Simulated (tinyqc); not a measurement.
Oxide trap near a transistor channel: two-state multiphonon kinetics, telegraph noise and bias instability: one step, computed by the program tinyqc.

An n-channel device under positive gate bias. The trap is empty (state 1) or holds an electron (state 2); both states are parabolas of equal curvature, and the electron reservoir is taken at the Fermi level of the channel.

Problem. Step height and noise. Charge-sheet step dV = e (t_ox - x)/(eps_ox eps_0 W L); Lorentzian spectrum S(f) = 4 dV^2 tau_0^2/((tau_c + tau_e)(1 + (2 pi f tau_0)^2)); corner 1/(2 pi tau_0); variance dV^2 f_2 (1 - f_2) = dV^2 tau_0/(tau_c + tau_e).

Inputs (values chosen for the exercise, with an insulator like Si3N4 on silicon):

| quantity | value | unit |
|---|---|---|
| insulator constant eps_ox | 7.11 | - |
| insulator thickness t_ox | 2.6 | nm |
| trap depth x from the interface | 1 | nm |
| temperature T | 300 | K |
| channel width W | 21 | nm |
| channel length L | 76 | nm |
| frequency f | 20 | Hz |

Parts treated: one trap and an ensemble.

tau_0 = 134.8286 s

capture time tau_c = 209855.6 s

emission time tau_e = 134.9153 s

Constants: e = 1.602176634e-19 C; eps_0 = 8.8541878128e-12 F/m.

Give: threshold step dV; corner frequency; S(f); root-mean-square noise.

Solution.

threshold step dV = 2.551 mV

corner frequency = 0.001180 Hz

S(f) = 7.852e-15 V^2/Hz

root-mean-square noise = 0.06465 mV

f lies above the corner, on the 1/f^2 tail. Random dopants and current percolation, left out here, spread real steps around this value.
